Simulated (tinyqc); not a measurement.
## Planar ballistic transistor, top-of-the-barrier model: output curve

At the top of the source barrier, states moving towards the drain are filled by the source (Fermi level 0) and states moving back by the drain (Fermi level -q Vd); nothing scatters. U is the shift of the band edge there, set by the capacitances CG, CD and CS (the total) and by the charge. Parabolic two-dimensional band; the source is grounded.

N0 = gv m kB T/(pi hbar^2), CG = eps0 eox/tox, vT = sqrt(2 kB T/(pi m)), CS = CG/aG, n0 = n at U = 0 and Vd = 0. eta1 = -(E0 + U)/Vt, eta2 = eta1 - Vd/Vt, n = (N0/2)[F_0(eta1) + F_0(eta2)], F_0(x) = ln(1 + exp x). U = UL + q (n - n0)/CS with UL = -(aG Vg + aD Vd), energies in eV. I = q (N0/2) vT [F_(1/2)(eta1) - F_(1/2)(eta2)] per width, F_(1/2)(x) = (2/sqrt(pi)) int_0^infinity u^(1/2)/(1 + exp(u - x)) du. CQ = (q/Vt) dn/d(eta1).

Inputs (values chosen for the exercise); mass and valleys close to those of gallium arsenide: temperature T = 150 K; effective mass m = 0.0683 m0; valley degeneracy gv = 1; relative permittivity of the gate insulator eox = 16; insulator thickness tox = 3.7 nm; gate control CG/CS aG = 0.86; drain control CD/CS aD = 0.028; band edge at the barrier top above the source Fermi level at zero bias E0 = 0.37 eV; gate voltage Vg = 0.4 V.

Constants: q = 1.602176634e-19 C, kB = 1.380649e-23 J/K, hbar = 1.054571817e-34 J s, m0 = 9.1093837015e-31 kg, Vt = kB T/q, eps0 = 8.8541878128e-14 F/cm where lengths are in cm. Results are converted to the units shown.

Results:
```
Vd (V),eta1,n (cm^-2),I (uA/um),mean velocity I/(q n) (cm/s),CQ/CS
0.01,-2.079,3.207e10,2.723,5.300e6,0.08506
0.05,-1.972,2.457e10,5.589,1.420e7,0.06423
0.1,-1.869,2.648e10,6.300,1.485e7,0.06868
0.15,-1.767,2.907e10,6.938,1.489e7,0.07488
0.2,-1.667,3.189e10,7.628,1.493e7,0.08154
0.3,-1.468,3.823e10,9.189,1.500e7,0.09612
0.4,-1.272,4.557e10,11.02,1.509e7,0.1124
0.6,-0.8886,6.352e10,15.57,1.530e7,0.1496
0.8,-0.5183,8.615e10,21.49,1.557e7,0.1916
```

Estimate the missing row, Vd = 0.025 V.

Computed row:
```
Vd (V),eta1,n (cm^-2),I (uA/um),mean velocity I/(q n) (cm/s),CQ/CS
0.025,-2.030,2.622e10,4.591,1.093e7,0.06914
```

With this row back in the table: The current rises from 2.72 to 21.5 uA/um; n goes from 3.21e10 through a minimum of 2.46e10 (at Vd = 0.05 V among the rows listed) to 8.61e10 cm^-2 and eta1 rises from -2.08 to -0.518. The resistance in the first row is 3670 ohm um, though nothing scatters in the channel. The current passes 90 % of its last value at Vd = 0.8 V among the rows, where eta2 = -62; returning states are gone from Vd = 0.1 V on (eta2 < -7), and from there the drain control aD lifts eta1 from -1.87 to -0.518.

Numbers from tinyqc (`OMP_NUM_THREADS=1 python tinyqc.py 2400171 2400172 out.jsonl`; about 0.01 s on one thread of a shared Intel Xeon 2.30GHz).
